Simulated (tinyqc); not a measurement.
Six-band Luttinger-Kohn model with strain: one step. Band edges at k = 0. Two cases, with inputs chosen for the exercise.

Task: Diagonalise H at k = 0. The weights add +m and -m (m along z) and are averaged over each pair.

Six-band Luttinger-Kohn model in the basis |3/2,3/2>, |3/2,1/2>, |3/2,-1/2>, |3/2,-3/2>, |1/2,1/2>, |1/2,-1/2>, electron energies, zero at the top of the unstrained valence band. H = -[rows: (P+Q, -S, R, 0, -S/r2, r2 R); (-S*, P-Q, 0, R, -r2 Q, r32 S); (R*, 0, P-Q, S, r32 S*, r2 Q); (0, R*, S*, P+Q, -r2 R*, -S*/r2); (-S*/r2, -r2 Q, r32 S, -r2 R, P+Dso, 0); (r2 R*, r32 S*, r2 Q, -S/r2, 0, P+Dso)], r2 = sqrt(2), r32 = sqrt(3/2). Levels are twofold.

P = c g1 k^2 - av tr(e); Q = c g2 (kx^2 + ky^2 - 2 kz^2) - (b/2)(exx + eyy - 2 ezz); R = c sqrt3 [-g2 (kx^2 - ky^2) + 2i g3 kx ky] + (sqrt3/2) b (exx - eyy) - i d exy; S = 2 c sqrt3 g3 (kx - i ky) kz - d (exz - i eyz); c = hbar^2/2m0, e the strain tensor (not engineering shear).

Constants: hbar^2/2m0 = 3.80998211 eV angstrom^2.

Give: edges from the top; weights at k = 0.

Case 1.

Values chosen (near those of AlAs; not measured data): Dso = 0.266 eV (spin-orbit splitting); g1 = 3.71 (Luttinger gamma1); g2 = 0.82 (gamma2); g3 = 1.43 (gamma3); av = 2.56 eV (valence hydrostatic potential); b = -2.3 eV (tetragonal shear potential); d = -3.38 eV (trigonal shear potential).

strain tensor:
```
,x,y,z
x,0.00225740,0.00501302,0.00501302
y,0.00501302,0.00225740,0.00501302
z,0.00501302,0.00501302,0.00225740
```

Result:

edges from the top (eV): 0.0467  -0.0049  -0.2557

weights at k = 0:
```
,top,second,third
|3/2,+-3/2>,0.500,0.486,0.014
|3/2,+-1/2>,0.500,0.486,0.014
|1/2,+-1/2>,0.000,0.028,0.972
```

The stress splits the top two pairs by 51.6 meV, 2.00 times kT at 300 K (25.85 meV); the third lies 302.4 meV below the top, against Dso = 266 meV without stress.

Case 2.

Values chosen (near those of GaAs; not measured data): Dso = 0.343 eV (spin-orbit splitting); g1 = 6.98 (Luttinger gamma1); g2 = 2.06 (gamma2); g3 = 2.94 (gamma3); av = 1.16 eV (valence hydrostatic potential); b = -2.02 eV (tetragonal shear potential); d = -4.76 eV (trigonal shear potential).

strain tensor:
```
,x,y,z
x,0.00349542,0.00692351,0.00692351
y,0.00692351,0.00349542,0.00692351
z,0.00692351,0.00692351,0.00349542
```

Result:

edges from the top (eV): 0.0692  -0.0237  -0.3521

weights at k = 0:
```
,top,second,third
|3/2,+-3/2>,0.500,0.468,0.032
|3/2,+-1/2>,0.500,0.468,0.032
|1/2,+-1/2>,0.000,0.065,0.935
```

The stress splits the top two pairs by 92.9 meV, 3.60 times kT at 300 K (25.85 meV); the third lies 421.3 meV below the top, against Dso = 343 meV without stress.

Computed by tinyqc, one run a case: `OMP_NUM_THREADS=1 python tinyqc.py N N+1 out.jsonl` with N = 1081467, 1081541; one thread of a shared Intel(R) Xeon(R) Processor @ 2.30GHz, about 0.1 s a run at most.
